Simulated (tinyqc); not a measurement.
# Depth and level of a trap from the time ratio

Question. For an oxide trap tc/te = exp(E/Vt) with E = E0 - dpsi - (xt/tox)(Vg - VT - dpsi), dpsi being the rise of the surface potential above its value at threshold. Find xt and E0, and the depth that would be read if dpsi were ignored.

Parameters, values chosen for the exercise: temperature T = 300 K; insulator thickness tox = 11 nm.

Constants: q = 1.602176634e-19 C, kB = 1.380649e-23 J/K, Vt = kB T/q. Results are converted to the units shown.

Vg - VT (V): 0.76  0.91
tc/te: 1.5890411  0.44752745
dpsi (V): 0.090145908  0.095240454

Solution. E + dpsi is a straight line in the oxide voltage Vg - VT - dpsi with slope -xt/tox and intercept E0. Ignoring dpsi assigns the motion of the bands to the trap and overstates its depth.

xt = 2.100 nm
E0 = 0.2300 eV
depth read without dpsi = 2.402 nm

Numbers from tinyqc (`OMP_NUM_THREADS=1 python tinyqc.py 2710017 2710018 out.jsonl`; about 0.01 s on one thread of a shared Intel Xeon 2.30GHz).
